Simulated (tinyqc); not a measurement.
# Drift layer from breakdown voltage and on-resistance

Inverse problem. An ideal drift layer with a triangular field at breakdown has BV = Ec W/2, N = eps0 eps_r Ec/(q W) and Ron = W/(q mu N). Find Ec, W and N.

Inputs (values chosen for the exercise): relative permittivity eps_r = 11.9; electron mobility of the drift layer mu = 1290 cm^2/(V s).

Constants: q = 1.602176634e-19 C, eps0 = 8.8541878128e-14 F/cm where lengths are in cm. Results are converted to the units shown.

BV = 170.71367 V
Ron = 2.7682881 mohm cm^2

Answer. Eliminating W and N gives Ron = 4 BV^2/(eps0 eps_r mu Ec^3), which yields Ec.

Ec = 314.1 kV/cm
W = 10.87 um
N = 1.900e15 cm^-3

Numbers from tinyqc (`OMP_NUM_THREADS=1 python tinyqc.py 2120044 2120045 out.jsonl`; about 0.07 s on one thread of a shared Intel Xeon 2.30GHz).
